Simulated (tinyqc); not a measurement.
Worked calculation: Boltzmann transport in a parabolic band with a power-law relaxation time. Values are carried at full precision from step to step, so a last printed digit may differ when a step is redone from the rounded ones.

F_j(eta) = (1/Gamma(j + 1)) integral_0^infinity x^j dx/(1 + exp(x - eta)), which tends to exp(eta) for eta << 0.

n = N F_1/2(eta) with N = 2 (m kB T/(4 pi c))^(3/2) with c = hbar^2/2m0, in 1/angstrom^3; times 1e24 for 1/cm^3, m = md.

Constants: hbar^2/2m0 = 3.80998211 eV angstrom^2; kB = 8.617333262e-05 eV/K.

Parameters, chosen for this exercise (masses near those of InAs; tau0 is set for a mobility of the usual size at this n, kL is a free input; freeze-out and phonon drag, which matter near 77 K, are left out; not measured data):
- n = 8.3e+17 1/cm^3 (electron density)
- md = 0.027 m0 (density-of-states mass)
- T = 300 K
- r = 1.5 (exponent of tau)
- tau0 = 8.5 fs (tau at E = kT)
- mc = 0.0269 m0 (conductivity mass)
- kL = 76 W/(m K) (lattice thermal conductivity)

## Reduced Fermi level

Solve for eta.

N = 1.113e+17 1/cm^3
eta = 4.4196

## Integrals for r = 1.5 (ionised impurities)

tau = tau0 x^r with x = E/kT. With K_j = Gamma(j + 1) F_j(eta): <tau> = tau0 (r + 3/2) K_(r+1/2)/((3/2) K_(1/2)); mu = <tau>/(mc m0/e), m0/e = 5.685630e-12 kg/C; Hall factor rH = (3/2) K_(1/2) (2r + 3/2) K_(2r+1/2)/((r + 3/2) K_(r+1/2))^2; Seebeck S = -(kB/e) [(r + 5/2) K_(r+3/2)/((r + 3/2) K_(r+1/2)) - eta]; Lorenz number L = (kB/e)^2 [(r + 7/2) K_(r+5/2)/((r + 3/2) K_(r+1/2)) - ((r + 5/2) K_(r+3/2)/((r + 3/2) K_(r+1/2)))^2]; kB/e in V/K. Valley anisotropy is left out of rH.

Evaluate F_j and K_j for j = 1/2, r + 1/2, r + 3/2, r + 5/2 and 2r + 1/2 (each value once).

F_j and K_j:
```
j       F_j     K_j
0.5  7.4552  6.6070
2.0  21.670  43.339
3.0  33.844  203.06
4.0  46.101  1106.4
3.5  40.069  466.07
```

## Transport coefficients

Form the ratios; u is the mean energy carried, in kT.

<tau>/tau0 = 13.119
rH = 1.230
u = 6.247
S = -157.5 microvolt/K
L = 2.615 1e-8 W ohm/K^2

The non-degenerate limits are rH = 1.933, u = r + 5/2 = 4 and L = (r + 5/2)(kB/e)^2 = 2.970; the degenerate ones are rH = 1 and L = 2.443.

## Mobility, conductivity and figure of merit

mu = <tau>/(mc m0/e) with m0/e = 5.685630e-12 kg/C; sigma = e n mu, e = 1.602176634e-19 C; Hall mobility rH mu; power factor S^2 sigma; ZT = S^2 sigma T/(kL + L sigma T), all in SI units.

mu = 7.29e+03 cm^2/(V s)
Hall mobility = 8.97e+03 cm^2/(V s)
sigma = 970 S/cm
power factor = 2.41 mW/(m K^2)
electronic thermal conductivity = 0.761 W/(m K)
ZT = 0.0094

A Hall measurement read with rH = 1 would give a density of 6.75e+17 1/cm^3. Electrons carry 0.99 % of the heat.

## Checks

- Seebeck coefficient against direct integration over -df/dE (microvolt/K): both -157.5.

tinyqc: `OMP_NUM_THREADS=1 python tinyqc.py 1681998 1681999 out.jsonl`; about 0.01 s, one thread, shared Intel(R) Xeon(R) Processor @ 2.30GHz.
